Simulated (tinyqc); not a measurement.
# Electron mobility in a silicon inversion layer, empirical terms and Matthiessen rule: what changes with what

Inversion layer of sheet density Ns on a uniformly doped body, under a high-permittivity gate with an interlayer. The mobility terms are empirical power laws with prefactors chosen for the exercise; adding their inverses (Matthiessen) is itself an approximation.

Inputs (values chosen for the exercise); material values close to those of silicon: temperature T = 250 K; band gap Eg = 1.11 eV; relative permittivity of the semiconductor eps_r = 11.8; conduction-band density of states at T Nc = 2.11e19 cm^-3; valence-band density of states at T Nv = 1.99e19 cm^-3; body doping Nb = 8.7e16 cm^-3; reverse body bias Vsb = 1 V; weight of the inversion charge in the effective field eta = 0.5; phonon-limited mobility at 1 MV/cm and 300 K Ap = 391 cm^2/(V s); roughness-limited mobility at 1 MV/cm As = 1120 cm^2/(V s); exponent of the roughness term gs = 2; Coulomb prefactor Ac = 3500 cm^2/(V s); charge at the interface Nit = 3.5e11 cm^-2; remote-phonon mobility without interlayer Ar = 340 cm^2/(V s); interlayer thickness ti = 1.2 nm; decay length of remote phonons lr = 0.6 nm; inversion density Ns = 4.8e12 cm^-2.

Constants: q = 1.602176634e-19 C, kB = 1.380649e-23 J/K, Vt = kB T/q, eps0 = 8.8541878128e-14 F/cm where lengths are in cm. Results are converted to the units shown.

Each table varies one quantity; the others keep the values above.

## Universality: two dopings at the same effective field

ni = sqrt(Nc Nv) exp(-Eg/(2 Vt)), Eg in volts; Ndep = sqrt(2 eps0 eps_r Nb (2 Vt ln(Nb/ni) + Vsb)/q); E = q (Ndep + eta Ns)/(eps0 eps_r), in MV/cm. With t = T/(300 K): muC = Ac (Ns/1e12 cm^-2) t/(Nb/1e17 cm^-3 + Nit/1e11 cm^-2), muP = Ap E^(-1/3) t^(-1.75), muS = As E^(-gs), muR = Ar exp(2 ti/lr)/t; 1/mu is the sum of the inverses. For each E, Ns is chosen to give that field on bodies with Nb = 1e16 and 8.7e16 cm^-3; the last column leaves out muC.

Universality: two dopings at the same effective field:
columns A: E (MV/cm); B: Ns, light body (cm^-2); C: mu, light (cm^2/(V s)); D: Ns, heavy body (cm^-2); E: mu, heavy (cm^2/(V s)); F: without muC (cm^2/(V s))
```
A             B      C         D      E      F
0.237  2.127e12  547.7  1.741e11  101.5  802.9
0.306  3.027e12  559.0  1.074e12  360.2  724.0
0.394  4.175e12  542.9  2.222e12  450.3  646.7
0.507  5.648e12  506.3  3.695e12  462.5  569.3
0.654  7.566e12  453.8  5.613e12  433.4  490.1
0.843  1.003e13  390.9  8.078e12  381.5  410.6
1.09   1.325e13  321.3  1.130e13  317.3  331.3
1.4    1.730e13  253.4  1.534e13  251.8  258.1
```

What does the table show?

The heavily doped body has 0.185 of the mobility of the light one in the first row and 0.993 in the last; there they lie 2.5 % below and 1.8 % below the curve without Coulomb scattering, which depends on E alone. The heavy body leaves that curve at low E because its field comes mostly from depletion charge and few carriers screen.

## Effect of the body doping

Same model as above.

The same in every row: muR (cm^2/(V s)) = 2.228e4.

Effect of the body doping:
```
Nb (cm^-3)  E (MV/cm)  muC (cm^2/(V s))  muP (cm^2/(V s))  muS (cm^2/(V s))  mu (cm^2/(V s))
2e16           0.4734              3784             690.2              4997            510.7
4.4e16         0.5258              3553             666.5              4051            482.3
9.7e16         0.6045              3132             636.2              3065            442.0
2.1e17         0.7190              2500             600.5              2166            388.8
4.7e17         0.8979              1707             557.6              1389            318.1
1e18            1.147              1037             513.9             850.9            242.1
2.3e18          1.560             528.3             463.8             459.9            159.5
5e18            2.141             261.7             417.4             244.4            96.58
```

What does the comparison show?

As Nb goes from 2e16 to 5e18 cm^-3, E rises from 0.473 to 2.14 MV/cm and mu falls from 511 to 96.6 cm^2/(V s). The smallest term is the phonon one in the first row and the roughness one in the last. For Nb = 2.3e18 to 5e18 cm^-3 E passes 1.5 MV/cm, beyond the usual range of such laws.

## Effect of the interlayer thickness

Same model as above.

The same in every row: E (MV/cm) = 0.5917; muC (cm^2/(V s)) = 3204; muP (cm^2/(V s)) = 640.8; muS (cm^2/(V s)) = 3199.

Effect of the interlayer thickness:
```
ti (nm)  muR (cm^2/(V s))  mu (cm^2/(V s))
0.2                 794.7            290.4
0.4                  1548            353.2
0.6                  3015            397.3
0.8                  5872            424.5
1                 1.144e4            440.0
1.2               2.228e4            448.4
1.4               4.339e4            452.8
1.6               8.451e4            455.1
1.8               1.646e5            456.3
```

What does the table show?

As ti goes from 0.2 to 1.8 nm, E stays at 0.592 MV/cm and mu rises from 290 to 456 cm^2/(V s). The phonon term is the smallest in the first and the last row.

Computed by the program tinyqc: `OMP_NUM_THREADS=1 python tinyqc.py 2510156 2510157 out.jsonl`, one thread of a shared Intel Xeon 2.30GHz, about 0.01 s for the whole run.
